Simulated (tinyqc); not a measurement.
Comparisons within one model: six-band Luttinger-Kohn model with strain. A value that a table varies takes the place of the one given here.

Six-band Luttinger-Kohn model in the basis |3/2,3/2>, |3/2,1/2>, |3/2,-1/2>, |3/2,-3/2>, |1/2,1/2>, |1/2,-1/2>, electron energies, zero at the top of the unstrained valence band. H = -[rows: (P+Q, -S, R, 0, -S/r2, r2 R); (-S*, P-Q, 0, R, -r2 Q, r32 S); (R*, 0, P-Q, S, r32 S*, r2 Q); (0, R*, S*, P+Q, -r2 R*, -S*/r2); (-S*/r2, -r2 Q, r32 S, -r2 R, P+Dso, 0); (r2 R*, r32 S*, r2 Q, -S/r2, 0, P+Dso)], r2 = sqrt(2), r32 = sqrt(3/2). Levels are twofold.

P = c g1 k^2 - av tr(e); Q = c g2 (kx^2 + ky^2 - 2 kz^2) - (b/2)(exx + eyy - 2 ezz); R = c sqrt3 [-g2 (kx^2 - ky^2) + 2i g3 kx ky] + (sqrt3/2) b (exx - eyy) - i d exy; S = 2 c sqrt3 g3 (kx - i ky) kz - d (exz - i eyz); c = hbar^2/2m0, e the strain tensor (not engineering shear).

s11 = (C11 + C12)/((C11 - C12)(C11 + 2 C12)), s12 = -C12/((C11 - C12)(C11 + 2 C12)), s44 = 1/C44; exx = s11 sxx + s12 (syy + szz) and cyclic, exy = s44 sxy/2; tension is positive. A uniaxial stress X along the unit vector n is s_ij = X n_i n_j.

Constants: hbar^2/2m0 = 3.80998211 eV angstrom^2.

Parameters, chosen for this exercise (near those of Si; not measured data): Dso = 0.044 eV (spin-orbit splitting); g1 = 4.33 (Luttinger gamma1); g2 = 0.34 (gamma2); g3 = 1.44 (gamma3); av = 2.47 eV (valence hydrostatic potential); b = -2.02 eV (tetragonal shear potential); d = -4.65 eV (trigonal shear potential); C11 = 167.8 GPa; C12 = 60.2 GPa; C44 = 82.8 GPa; load = uniaxial [111] (kind of stress); X1 = 1.5 GPa (size of the stress); E_h = 20 meV (hole energy below the top); X = 0.53 GPa (stress).

## Sweep of a uniaxial [111] stress

Edges at k = 0 and curvature masses of the top pair along [110] and [001] (step 0.0002 1/angstrom); at zero stress the top is fourfold and has no single curvature.

Edges and masses:
```
X (GPa)  top (eV)  second (eV)  third (eV)  splitting (meV)  m [110]  m [001]
-1.50      0.0258      -0.0372     -0.0712             62.9    0.143    0.231
-1.00      0.0154      -0.0248     -0.0603             40.2    0.146    0.231
-0.50      0.0062      -0.0124     -0.0507             18.6    0.153    0.231
0.00       0.0000       0.0000     -0.0440              0.0        -        -
0.50       0.0124      -0.0005     -0.0431             12.9    0.346    0.231
1.00       0.0248       0.0053     -0.0483             19.5    0.346    0.231
1.50       0.0372       0.0145     -0.0571             22.7    0.346    0.231
```

What does this show, and why?

The splitting reaches 62.9 meV under compression and 22.7 meV under the same tension; linear shear terms alone would make the two equal, and the difference comes from the coupling to the split-off band. At the ends of the sweep the top pair has a mass along [110] of 0.143 under compression and 0.346 under tension, so compression gives the lighter holes along [110]; along [001] it has 0.231 and 0.231. The top edge itself moves by +26 and +37 meV.

## Which stress helps holes along [110]

Each load has size X1 (biaxial: sxx = syy); masses are curvatures of the top pair at k = 0.

Results:
```
load                         splitting (meV)  top edge (meV)  m [110]  m [001]
uniaxial [110], compression             65.5            27.6    0.115    0.271
uniaxial [110], tension                 23.6            38.5    0.420    0.204
uniaxial [100], compression             74.0            33.0    0.215    0.271
uniaxial [100], tension                 23.6            41.0    0.240    0.214
uniaxial [111], compression             62.9            25.8    0.143    0.231
uniaxial [111], tension                 22.7            37.2    0.346    0.231
biaxial (001), compression              23.6             2.4    0.214    0.274
biaxial (001), tension                  74.0            71.5    0.271    0.178
```

What can be read from the table?

The lightest mass along [110] (0.115) comes with uniaxial [110], compression. The largest splitting (74.0 meV) comes with uniaxial [100], compression; biaxial (001), tension. The heaviest mass along [001] (0.274), which lowers the confinement energy in a (001) channel, comes with biaxial (001), compression. The splitting per GPa follows b (s11 - s12) for loads along cube axes and d s44 for [111]: here 2 |b| (s11 - s12) = 37.5 and |d| s44/sqrt3 = 32.4 meV per GPa in the limit of large Dso; where the splitting nears Dso, mixing with the split-off band makes it depend on the sign of the load.

## Warping of the constant-energy contours (six-band Luttinger-Kohn model)

No strain (e = 0). In the plane kz = 0, |k| where the top and second pairs lie E_h below the top, against the angle from [100]; m = c k^2/E_h.

Contours:
```
angle (degrees)  k top (1/angstrom)  k second (1/angstrom)  m top (m0)  m second (m0)
0                            0.0379                 0.0327       0.274          0.203
9                            0.0399                 0.0319       0.303          0.194
18                           0.0450                 0.0307       0.385          0.180
27                           0.0538                 0.0299       0.552          0.170
36                           0.0683                 0.0294       0.889          0.165
45                           0.0802                 0.0292       1.226          0.163
```

What can be read from the table?

The heavy contour reaches 2.115 times as far along [110] as along [100], the light one 0.895 times. The warping follows g3 - g2 = 1.10 and would vanish for g2 = g3. Along [100] the heavy mass is 1/(g1 - 2 g2) = 0.274 at any energy, while the light one is 0.2033, against 1/(g1 + 2 g2) = 0.1996 at the edge, for E_h/Dso = 0.45.

## What each parameter does

Edges at k = 0 under a uniaxial [111] stress X and the curvature mass of the top pair along [110] (step 0.0002 1/angstrom). Each row changes one parameter from the base and keeps the others.

Results:
```
case              top (eV)  second (eV)  third (eV)  mass (m0)
base                0.0131      -0.0003     -0.0432      0.346
g3 = 1.728          0.0131      -0.0003     -0.0432      0.384
C11 = 134.24 GPa    0.0137       0.0003     -0.0426      0.346
g2 = 0.272          0.0131      -0.0003     -0.0432      0.346
b = -1.616 eV       0.0131      -0.0003     -0.0432      0.346
C12 = 72.24 GPa     0.0128      -0.0006     -0.0436      0.346
Dso = 0.053 eV      0.0131      -0.0009     -0.0516      0.346
g1 = 3.464          0.0131      -0.0003     -0.0432      0.494
```

How do the results move?

The largest shifts from the base row, up to three for each result and ties (the steps differ in size, so this ranks the rows, not the parameters). top (eV): C11 +0.0006, C12 -0.0004; unchanged at the printed digits by g3, g2, b, Dso and g1. second (eV): Dso -0.0007, C11 +0.0006, C12 -0.0004; unchanged at the printed digits by g3, g2, b and g1. third (eV): Dso -0.0083, C11 +0.0006, C12 -0.0004; unchanged at the printed digits by g3, g2, b and g1. mass (m0): g1 +0.148, g3 +0.038; unchanged at the printed digits by C11, g2, b, C12 and Dso. The Luttinger parameters multiply k^2 and cannot move the edges; av shifts all edges alike and leaves the mass.

(tinyqc, `OMP_NUM_THREADS=1 python tinyqc.py 1050011 1050012 out.jsonl`, Intel(R) Xeon(R) Processor @ 2.30GHz, 1 thread, shared host, about 0.05 s.)
